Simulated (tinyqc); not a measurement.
MOSFET in the linear regime without short-channel effects, parameter extraction from computed curves: one step of the calculation.

Inversion charge Q = Cox n Vt W0(exp((Vg - VT)/(n Vt))), W0 the Lambert function and n = nf; u = Q/Cox; mobility mu = mu0/(1 + th1 u + th2 u^2); channel resistance Rch = (L - dL)/(W mu Q); Id = Vd/(Rch + Rsd/W). Cox = eps0 eox/tox. Small Vd, no channel-length or drain effects.

Problem. The Y function. Y_i = Id_i/sqrt(gm_i). For Id = beta Vd x/(1 + th x), x = Vg - VT, Y = sqrt(beta Vd) x whatever th. Slope s from points 6 and 9; VT_Y = Vg - Y/s at point 9; beta = s^2/Vd; mobility beta L/(W Cox) with the drawn L; th* = (beta Vd x/Id - 1)/x at point 9.

Inputs (values chosen for the exercise); channel values of the order met in silicon transistors: relative permittivity of the gate insulator (close to aluminium oxide) eox = 9.02; insulator thickness tox = 12 nm; low-field mobility mu0 = 130 cm^2/(V s); second mobility attenuation factor th2 = 0 1/V^2; gate width W = 1 um; drawn gate length L = 0.14 um; drawn less effective length dL = 0.008 um; drain voltage Vd = 0.025 V.

Constants: eps0 = 8.8541878128e-14 F/cm where lengths are in cm. Results are converted to the units shown.

```
point  Vg (V)       Id (uA)
0         0.1  2.3823850e-5
1        0.22  0.0030780643
2        0.34    0.22740440
3        0.46     1.3868740
4        0.58     2.8317649
5         0.7     4.2397047
6        0.82     5.5542026
7        0.94     6.7675763
8        1.06     7.8843741
9        1.18     8.9124678
10        1.3     9.8602827
```

gm, point 1 to 9 (uS): [0.94741906, 5.7658162, 10.851502, 11.886795, 11.343491, 10.532798, 9.7090477, 8.9370480, 8.2329525]

Wanted: Y; s; VT_Y; beta; mobility from Y; th*.

Solution.

Y, point 1 to 9 (uA^0.5 V^0.5): [0.003162, 0.09470, 0.4210, 0.8213, 1.259, 1.711, 2.172, 2.637, 3.106]
s = 3.874 uA^0.5 V^-0.5
VT_Y = 0.3783 V
beta = 600.4 uA/V^2
mobility from Y = 126.3 cm^2/(V s)
th* = 0.4369 1/V

The mobility from Y is 8.4 % below mu0 L/(L - dL) = 138 cm^2/(V s), which it should reach in deep inversion when th2 = 0.

Program tinyqc, `OMP_NUM_THREADS=1 python tinyqc.py 2210041 2210042 out.jsonl`; Intel Xeon 2.30GHz, shared host, one thread, about 0.01 s.
